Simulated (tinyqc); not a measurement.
Longitudinal sound in a periodic multilayer: transfer matrices, stop bands and folded phonons: one step, computed by the program tinyqc.

Layers 1 and 2 repeat with period d = d_1 + d_2; waves travel normal to the layers, without loss. State vector (u, s): displacement u and stress divided by omega. Impedances Z = rho v are in 1e6 kg/(m^2 s).

Question. Transmission through N periods. A layer maps (u, s) by [[cos p, sin p/Z], [-Z sin p, cos p]], p = 2 pi f d_i/v_i; one period is M = M_2 M_1, and cos(q d) = trace(M)/2. For N periods A = M^N. A wave comes from a thick layer of material 1 and leaves into the substrate (Z_s): transmitted power T = 4 Z_1 Z_s/|Z_1 A_22 + Z_s A_11 - i (Z_1 Z_s A_12 - A_21)|^2, reflected power R = 1 - T.

Inputs (values chosen for the exercise, modelled on gallium arsenide (layer 1), aluminium arsenide (layer 2) and silicon (substrate)):

| quantity | value | unit |
|---|---|---|
| velocity v_1 | 4800 | m/s |
| thickness d_1 | 5.43 | nm |
| velocity v_2 | 5670 | m/s |
| thickness d_2 | 6.47 | nm |
| periods N | 2 | - |
| frequency f | 256 | GHz |

M:
```
           1            2
1  -1.044283  -0.02123851
2   11.44225   -0.7248835
```

Z_2 = 21.2625

Z_1 = 25.2

Z of the substrate = 19.7432

Give: A = M^N; transmitted power T; T in decibel.

Answer.

A = M^N:
```
        1        2
1  0.8475  0.03757
2  -20.24   0.2824
```

transmitted power T = 0.9545

T in decibel = -0.2022 dB
